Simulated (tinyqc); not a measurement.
# Undoped symmetric double-gate MOSFET, analytic potential model: two studies

An undoped body of thickness ts between two equal insulators and tied gates; long channel, electrons only, n = ni exp((psi - V)/Vt) with V the quasi-Fermi potential (0 at the source, Vd at the drain), constant mobility, no quantisation. Across the body psi(x) = V - 2 Vt ln[(ts/(2 beta)) sqrt(q ni/(2 eps0 eps_r Vt)) cos(2 beta x/ts)], x from the centre. Q is the electron charge per area of the whole body.

Values chosen for this exercise; material values those of a made-up semiconductor: temperature T = 250 K; band gap Eg = 1.32 eV; relative permittivity of the semiconductor eps_r = 9.89; conduction-band density of states at T Nc = 2.57e19 cm^-3; valence-band density of states at T Nv = 1.55e19 cm^-3; relative permittivity of the gate insulator eox = 7.22; insulator thickness tox = 1.5 nm; body thickness ts = 12 nm; gate work function less that of the intrinsic body dphi = 0 V; channel mobility mu = 370 cm^2/(V s); gate length L = 0.2 um; drain voltage Vd = 0.05 V.

Constants: q = 1.602176634e-19 C, kB = 1.380649e-23 J/K, Vt = kB T/q, eps0 = 8.8541878128e-14 F/cm where lengths are in cm. Results are converted to the units shown.

Each table varies one quantity; the others keep the values above.

## Transfer curve and volume inversion

ni = sqrt(Nc Nv) exp(-Eg/(2 Vt)), Eg in volts; r = eps_r tox/(eox ts); V0 = dphi + 2 Vt ln[(2/ts) sqrt(2 eps0 eps_r Vt/(q ni))]. beta (between 0 and pi/2) solves (Vg - V0 - V)/(2 Vt) = ln(beta) - ln(cos beta) + 2 r beta tan(beta). Q = 8 eps0 eps_r Vt beta tan(beta)/ts; I = mu (1/L)(4 eps0 eps_r/ts)(2 Vt)^2 [g(beta_s) - g(beta_d)] per width, g = beta tan(beta) - beta^2/2 + r beta^2 tan^2(beta), with beta_s at V = 0 and beta_d at V = Vd. The drop is psi(surface) - psi(centre) at the source end; C = dQs/dVg, Cg = 2 eps0 eox/tox; gm = dI/dVg.

Results:

| Vg (V) | Qs (nC/cm^2) | drop (mV) | C/Cg | I (uA/um) | gm/I (1/V) |
|---|---|---|---|---|---|
| 0.29 | 1.334e-4 | 2.285e-5 | 7.265e-7 | 4.795e-6 | 46.42 |
| 0.44 | 0.1407 | 0.02410 | 7.652e-4 | 0.005061 | 46.38 |
| 0.74 | 679.3 | 61.67 | 0.6604 | 50.44 | 9.562 |
| 0.89 | 1642 | 94.68 | 0.8190 | 136.0 | 4.649 |
| 1.04 | 2735 | 115.3 | 0.8821 | 235.7 | 2.925 |
| 1.19 | 3885 | 129.8 | 0.9138 | 341.4 | 2.101 |
| 1.34 | 5066 | 140.9 | 0.9325 | 450.3 | 1.628 |
| 1.49 | 6267 | 149.8 | 0.9447 | 561.1 | 1.325 |

Estimate the missing row, Vg = 0.59 V.

Computed row:

| Vg (V) | Qs (nC/cm^2) | drop (mV) | C/Cg | I (uA/um) | gm/I (1/V) |
|---|---|---|---|---|---|
| 0.59 | 71.68 | 11.20 | 0.2302 | 3.340 | 32.63 |

With this row back in the table: The current rises from 4.79e-6 to 561 uA/um. In the first row gm/I is 46.4 1/V, within 0.01 % of 1/Vt: with no depletion charge the whole body follows the gate, and the swing is ideal. The drop between surface and centre goes from 2.3e-5 to 150 mV and passes Vt at Vg = 0.74 V among the rows; below that the density varies across the body by less than a factor of e (volume inversion). C reaches 0.94 of Cg in the last row. For Vg = 0.74 to 1.49 V the surface density at the source passes 0.3 Nc, where Boltzmann statistics fail.

## Effect of the gate work function less that of the intrinsic body

Q = 8 eps0 eps_r Vt beta tan(beta)/ts; I = mu (1/L)(4 eps0 eps_r/ts)(2 Vt)^2 [g(beta_s) - g(beta_d)] per width, g = beta tan(beta) - beta^2/2 + r beta^2 tan^2(beta), with beta_s at V = 0 and beta_d at V = Vd.  I(low) is taken at Vg = 0.34 V, Qs and I(high) at Vg = 1.09 V.

Results:

| dphi (V) | V0 (V) | I(low) (nA/um) | Qs(high) (nC/cm^2) | I(high) (uA/um) |
|---|---|---|---|---|
| -0.15 | 0.4364 | 51.16 | 4276 | 377.4 |
| -0.1 | 0.4864 | 5.061 | 3885 | 341.4 |
| -0.05 | 0.5364 | 0.4973 | 3497 | 305.7 |
| 0 | 0.5864 | 0.04883 | 3114 | 270.4 |
| 0.05 | 0.6364 | 0.004795 | 2735 | 235.7 |
| 0.15 | 0.7364 | 4.622e-5 | 1997 | 168.2 |

Estimate the missing row, dphi = 0.1 V.

Computed row:

| dphi (V) | V0 (V) | I(low) (nA/um) | Qs(high) (nC/cm^2) | I(high) (uA/um) |
|---|---|---|---|---|
| 0.1 | 0.6864 | 4.708e-4 | 2362 | 201.6 |

With this row back in the table: As dphi goes from -0.15 to 0.15 V, I(low) falls from 51.2 to 4.62e-5 nA/um and I(high) falls from 377 to 168 uA/um. V0 rises from 0.436 to 0.736 V. In every row the surface density at the source at the higher gate voltage passes 0.3 Nc, where Boltzmann statistics fail.

Program tinyqc, `OMP_NUM_THREADS=1 python tinyqc.py 2440044 2440045 out.jsonl`; Intel Xeon 2.30GHz, shared host, one thread, about 0.01 s.
